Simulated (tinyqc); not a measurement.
Worked calculation: plane-wave Kohn-Sham cycle with exchange-only LDA in a layered model solid. One step of it, computed by the program tinyqc.

Question. Iteration 1: potential. V_H(G) = 4 pi rho(G)/G^2 for G != 0 (uniform background); v_x = -(3 rho/pi)^(1/3); V = V_ext + V_H + v_x; Fourier components f(G_m) = (1/N) sum_j f(x_j) exp(-i G_m x_j).

A solid whose potential varies along x alone (atomic units):
```
parameter                      value
period a                   13.200000
cross-section of the cell  17.000000
electrons per cell                 4
grid points                       16
plane waves -n..n, n               3
k points                           1
V1 in V1 cos(2 pi x/a)     -0.130000
V2 in V2 cos(4 pi x/a)      0.060000
```

density at the start, on the grid x_j = j a/N (e/bohr^3): [0.01782531, 0.01782531, 0.01782531, 0.01782531, 0.01782531, 0.01782531, 0.01782531, 0.01782531, 0.01782531, 0.01782531, 0.01782531, 0.01782531, 0.01782531, 0.01782531, 0.01782531, 0.01782531]

Give: Potentials on the grid; V(G_m), m = 0, 1, 2, ....

Answer.

Potentials on the grid (hartree):
```
x          V_ext     V_H      v_x        V
0.0000   -0.0700  0.0000  -0.2572  -0.3272
0.8250   -0.0777  0.0000  -0.2572  -0.3349
1.6500   -0.0919  0.0000  -0.2572  -0.3492
2.4750   -0.0922  0.0000  -0.2572  -0.3494
3.3000   -0.0600  0.0000  -0.2572  -0.3172
4.1250    0.0073  0.0000  -0.2572  -0.2499
4.9500    0.0919  0.0000  -0.2572  -0.1653
5.7750    0.1625  0.0000  -0.2572  -0.0947
6.6000    0.1900  0.0000  -0.2572  -0.0672
7.4250    0.1625  0.0000  -0.2572  -0.0947
8.2500    0.0919  0.0000  -0.2572  -0.1653
9.0750    0.0073  0.0000  -0.2572  -0.2499
9.9000   -0.0600  0.0000  -0.2572  -0.3172
10.7250  -0.0922  0.0000  -0.2572  -0.3494
11.5500  -0.0919  0.0000  -0.2572  -0.3492
12.3750  -0.0777  0.0000  -0.2572  -0.3349
```

V(G_m), m = 0, 1, 2, ... (hartree): [-0.2572, -0.0650, 0.0300, 0.0000, 0.0000, 0.0000, 0.0000]
